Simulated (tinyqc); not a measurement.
Cluster expansion of a binary alloy: correlations, fit, cross-validation and ground states: one step, computed by the program tinyqc. Command: `OMP_NUM_THREADS=1 python tinyqc.py 3024293 3024294 out.jsonl clex walk`. One thread of a shared host (Intel(R) Xeon(R) Processor @ 2.30GHz), about 0.2 s of CPU time with the checks.

s = +1 for A and -1 for B. Energy per site E = J0 + J1 P(point) + sum over clusters of m V P, with P the mean product of spins; V > 0 on a pair favours unlike neighbours. Clusters per site m: pair 1 6, pair 2 3, pair 3 12, triplet 8; the triplet is the triangle of first neighbours. Formation energies are counted from the line between pure A and pure B, which removes J0 and J1.

Problem. The random alloy and its short-range order. Random alloy: P(pair) = p^2, P(triplet) = p^3, p = 1 - 2x, so H_mix = (p^2 - 1) sum m V(pairs) + (p^3 - p) m Vt; G_mix = H_mix + k_B T [x ln x + (1 - x) ln(1 - x)]. To first order in 1/T the Warren-Cowley parameter of shell 1 is alpha_1 = -(1 - p^2) V_eff/(k_B T), V_eff = V1 + (number of triplets on a first-neighbour bond) p Vt, that number being 4.

Inputs (values chosen for the exercise, for a model alloy): first-pair interaction V1 = 30.3 meV; second-pair interaction V2 = 5.4 meV; third-pair interaction V3 = 2 meV; triplet interaction Vt = -5.1 meV; temperature T = 2100 K; fraction x of B = 0.86.

Lattice: fcc.

Constants: k_B = 8.617333262e-05 eV/K.

Give: mixing enthalpy H_mix; mixing free energy G_mix; alpha_1.

Solution.

mixing enthalpy H_mix = -121.1 meV/site

mixing free energy G_mix = -194.3 meV/site

alpha_1 = -0.1197

alpha_1 < 0: unlike neighbours are preferred.
